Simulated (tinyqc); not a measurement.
Donor level screened by free carriers (Yukawa potential): sweeps and comparisons. A value that a table varies takes the place of the one given here.

Potential -(q/(eps r)) exp(-ks r), q = e^2/(4 pi eps0). In units Ry* = Ry m/eps^2 and a* = a0 eps/m the problem is [-Laplacian - 2 exp(-x r)/r] psi = E psi with x = ks a*.

Converged values use 18 functions exp(-z r), z = 1.55^i, i = -11 to 6: S = 2/A^3, H = z_i z_j S - 2/(A + x)^2, A = z_i + z_j.

Screening wave number: Debye ks^2 = 4 pi q n/(eps kB T); Thomas-Fermi ks^2 = 6 pi q n/(eps EF) with EF = c (3 pi^2 n/gv)^(2/3)/m, c = hbar^2/2m0; the two are joined by 1/ks^2 = sqrt(1/ks_D^4 + 1/ks_TF^4). 1e18/cm^3 = 1e-6/angstrom^3, q = e^2/(4 pi eps0).

Constants: e^2/(4 pi eps0) = 14.39964547 eV angstrom; kB = 8.617333262e-05 eV/K; hbar^2/2m0 = 3.80998211 eV angstrom^2; Ry = 13.60569312 eV; a0 (Bohr radius) = 0.5291772105 angstrom.

Values chosen for the exercise (near those of a donor in Ge, with one mean mass; shifted at random, so the results belong to these values and not to a real crystal):
- xs = (0.04, 0.15, 0.3, 0.5, 0.73, 0.86, 1.12) (values of x)
- m = 0.163 m0 (mass)
- eps = 15.9 (dielectric constant)
- gv = 4 (valleys)
- T = 400 K (temperature)
- nl = (0.0019, 0.0065, 0.019, 0.065, 0.2, 0.65, 2) x 1e18/cm^3 (densities)
- n = 0.065 x 1e18/cm^3 (free-carrier density)

## Towards the loss of the bound state

First order (-1 + 2x), one-parameter (minimum of z^2 - 8 z^3/(2z + x)^2) and converged 1s energies in Ry*, and the mean radius in a*; a dash marks an unbound result.

Results:
```
x     first order  trial function  converged    <r>
0.04      -0.9200         -0.9223    -0.9223   1.50
0.15      -0.7000         -0.7309    -0.7309   1.53
0.30      -0.4000         -0.5146    -0.5153   1.61
0.50            -         -0.2930    -0.2962   1.81
0.73            -         -0.1162    -0.1259   2.29
0.86            -         -0.0484    -0.0634   2.86
1.12            -               -    -0.0028  10.39
```

First order loses the state at x = 0.5, the trial function reaches zero energy at x = 1.00, and the exact limit is 1.19. The radius starts at 1.5 a*, grows slowly at first (1.61 at x = 0.30), then steadily, and swells towards the end (10.4 at 1.12), where a single exponential fails: the binding vanishes as the square of the distance from 1.19.

## Binding against carrier density

Ry* = 8.7723 meV
a* = 51.619 angstrom

x from the joined ks; converged 1s binding (dash: x above 1.17, at or past the limit 1.19 where the state unbinds).

Results:
```
n (1e18/cm^3)  EF/kB T  1/ks (angstrom)      x  binding (meV)  n^(1/3) a*
0.0019            0.00           1262.6  0.041           8.08       0.064
0.0065            0.01            682.6  0.076           7.52       0.096
0.019             0.02            399.3  0.129           6.71       0.138
0.065             0.04            215.9  0.239           5.24       0.208
0.20              0.09            123.2  0.419           3.30       0.302
0.65              0.19             68.5  0.753           0.99       0.447
2.0               0.41             39.6  1.303              -       0.650
```

The binding falls from 8.1 to 1.0 meV (bare value 8.8); it passes half the bare value between 0.065 and 0.2 x 1e18/cm^3. The level is unbound, or bound by less than 0.001 Ry*, from 2 x 1e18/cm^3 on; as the density rises, it is lost by the time n^(1/3) a* reaches 0.65. x grows with exponent 0.50 in n at the start and 0.49 at the end (1/2 for Debye, 1/6 for Thomas-Fermi screening). The level survives to n^(1/3) a* = 0.45, past the 0.26 of the Mott rule, which corresponds to x = 1 for one valley with degenerate screening; here the level lasts until x = 1.19, the screening is at most the degenerate value, and overlap of donors is left out.

## What each parameter does

Ry* = Ry m/eps^2, a* = a0 eps/m, x = ks a* with the joined ks; converged binding. Each row changes one parameter from the base and keeps the others.

Results:
```
case                    1/ks (angstrom)      x  binding in Ry*  binding (meV)
base                              215.9  0.239           0.597           5.24
n = 0.0325 x 1e18/cm^3            305.3  0.169           0.701           6.15
T = 370 K                         207.7  0.249           0.584           5.12
m = 0.183 m0                      215.9  0.213           0.634           6.25
eps = 14.6                        206.9  0.229           0.611           6.36
gv = 5                            215.9  0.239           0.597           5.24
```

The largest shifts from the base row, up to three for each result and ties (the steps differ in size, so this ranks the rows, not the parameters). 1/ks (angstrom): n +89.4, eps -9.0, T -8.2; unchanged at the printed digits by m and gv. x: n -0.070, m -0.026, eps -0.010; unchanged at the printed digits by gv. binding in Ry*: n +0.104, m +0.037, eps +0.014; unchanged at the printed digits by gv. binding (meV): eps +1.12, m +1.01, n +0.91; unchanged at the printed digits by gv.

Run: tinyqc, `OMP_NUM_THREADS=1 python tinyqc.py 1251790 1251791 out.jsonl`; Intel(R) Xeon(R) Processor @ 2.30GHz, one thread, shared host; about 0.02 s of CPU time with all checks.
